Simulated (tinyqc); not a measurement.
Floating body of a partially depleted SOI transistor: body voltage and kink: two steps of the calculation.

Source at 0 V. Channel current Ic = 2 nf K Vt^2 [F(0) - F(Vd)](1 + la Vd), F(V) = ln^2(1 + exp((Vg - VT - nf V)/(2 nf Vt))), VT = VT0 - gb Vb. Saturation voltage Vs = 2 Vt sqrt(F(0)) + 3 Vt, excess Ve = (Vd - Vs + sqrt((Vd - Vs)^2 + 0.0004 V^2))/2, multiplication M1 = Ai Ve exp(-Bl/Ve). Each junction passes D(v) = J1 (exp(v/Vt) - 1) + J2 (exp(v/(2 Vt)) - 1). Bipolar current Ib = bb J1 (exp(Vb/Vt) - 1). The body settles where M1 (Ic + Ib) = D(Vb) + D(Vb - Vd) + Vb/Rb; drain current Id = (1 + M1)(Ic + Ib) - D(Vb - Vd).

Inputs (values chosen for the exercise); values of the order met in partially depleted silicon-on-insulator transistors: temperature T = 300 K; threshold at zero body voltage VT0 = 0.47 V; fall of the threshold per volt of body voltage gb = 0.32; slope factor nf = 1.29; gain factor per width K = 360 uA/(V^2 um); channel-length modulation factor la = 0.09 1/V; impact-ionisation prefactor Ai = 3.59 1/V; impact-ionisation voltage Bl = 8.6 V; diffusion saturation current of each junction J1 = 6e-13 uA/um; recombination saturation current of each junction J2 = 2.4e-9 uA/um; gain of the lateral bipolar transistor on the diffusion current bb = 0.5; resistance of a weak body tie to the source (1e9 stands for no tie, and the term is then dropped) Rb = 1e9 kohm um; gate voltage Vg = 0.76 V; drain voltage Vd = 1.5 V.

Constants: q = 1.602176634e-19 C, kB = 1.380649e-23 J/K, Vt = kB T/q. Results are converted to the units shown.

Problem 1. New Vb. Current into the body I_in = M1 (Ic + Ib) - D(Vb - Vd), current out I_out = D(Vb) + Vb/Rb; f = ln(I_in/I_out), s = df/dVb by central differences over 1e-5 V, Vb(new) = Vb - f/s.

Vb at the start = 0.74 V

Find: Ic; Ve; M1; I_in; I_out; f; s; Vb after iteration 1.

Solution 1.

Ic = 43.955 uA/um
Ve = 1.0142 V
M1 = 7.5576e-4
I_in = 0.033832 uA/um
I_out = 1.6243 uA/um
f = -3.8714
s = -39.060 1/V
Vb after iteration 1 = 0.64089 V

Problem 2. Drain current with floating and with grounded body. Id and VT at the converged Vb, Id at Vb = 0, their ratio, and the bipolar share Ib/(Ic + Ib).

converged Vb = 0.64167806 V

Wanted: VT; Id, floating; Id, grounded; ratio; bipolar share.

Solution 2.

VT = 0.26466 V
Id, floating = 38.919 uA/um
Id, grounded = 13.442 uA/um
ratio = 2.8954
bipolar share = 0.046461 %

The body rises to 0.642 V and lowers the threshold by 205 mV.

Range of the model: The multiplication law is an empirical form chosen for the exercise; self-heating and capacitive coupling to the body are left out, and the linear laws are rough once Vb passes about 0.7 V or M1 about 0.1.

tinyqc, about 0.2 s, one thread, Intel Xeon 2.30GHz (shared host): `OMP_NUM_THREADS=1 python tinyqc.py 2182194 2182195 out.jsonl`
